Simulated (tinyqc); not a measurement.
Depth and level of a trap from the time ratio.

Inverse problem. For an oxide trap tc/te = exp(E/Vt) with E = E0 - dpsi - (xt/tox)(Vg - VT - dpsi), dpsi being the rise of the surface potential above its value at threshold. Find xt and E0, and the depth that would be read if dpsi were ignored.

Values chosen for this exercise:
```
symbol  value  unit              meaning
T         300     K          temperature
tox       2.1    nm  insulator thickness
```

Constants: q = 1.602176634e-19 C, kB = 1.380649e-23 J/K, Vt = kB T/q. Results are converted to the units shown.

Vg - VT (V): 0.41  0.56
tc/te: 2.0357817  0.25239280
dpsi (V): 0.074620211  0.083596972

Solution. E + dpsi is a straight line in the oxide voltage Vg - VT - dpsi with slope -xt/tox and intercept E0. Ignoring dpsi assigns the motion of the bands to the trap and overstates its depth.

xt = 0.6700 nm
E0 = 0.2000 eV
depth read without dpsi = 0.7556 nm

Computed by the program tinyqc: `OMP_NUM_THREADS=1 python tinyqc.py 2710164 2710165 out.jsonl`, one thread of a shared Intel Xeon 2.30GHz, about 0.01 s for the whole run.
